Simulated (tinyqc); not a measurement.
From results back to parameters: Franz-Keldysh effect at a direct gap. Three cases, with inputs chosen for the exercise.

Problem. In modulation spectra the extrema of the oscillations lie at E_n = Eg + th (3 pi (n - 1/2)/4)^(2/3) (the phase constant is taken as pi/2 here), with th = (c (e Fd)^2/mr)^(1/3), mr = me mhh/(me + mhh), c = hbar^2/2m0; 1 kV/cm = 1e-5 V/angstrom. Extrema n = 2 and n = 5 are given; Eg and the field are hidden.

Constants: hbar^2/2m0 = 3.80998211 eV angstrom^2.

Find: th; Eg; Fd.

Method. E_n is linear in (3 pi (n - 1/2)/4)^(2/3): the slope is th and the intercept Eg; then e Fd = sqrt(th^3 mr/c).

Case 1.

Values chosen (out of a larger set: near those of InP; not measured data): me = 0.0812 m0 (electron mass); mhh = 0.595 m0 (heavy-hole mass).

E_2 = 1.43462 eV
E_5 = 1.54114 eV

Solution.

th = 42.50 meV
Eg = 1.336 eV
Fd = 1.2e+02 kV/cm

Case 2.

Values chosen (out of a larger set: near those of GaAs; not measured data): me = 0.068 m0 (electron mass); mhh = 0.495 m0 (heavy-hole mass).

E_2 = 1.49339 eV
E_5 = 1.61262 eV

Solution.

th = 47.58 meV
Eg = 1.383 eV
Fd = 1.3e+02 kV/cm

Case 3.

Values chosen (out of a larger set: near those of GaAs; not measured data): me = 0.0657 m0 (electron mass); mhh = 0.499 m0 (heavy-hole mass).

E_2 = 1.51014 eV
E_5 = 1.56862 eV

Solution.

th = 23.33 meV
Eg = 1.456 eV
Fd = 44 kV/cm

Computed by tinyqc, one run a case: `OMP_NUM_THREADS=1 python tinyqc.py N N+1 out.jsonl` with N = 1680362, 1680370, 1680811; one thread of a shared Intel(R) Xeon(R) Processor @ 2.30GHz, about 0.01 s a run at most.
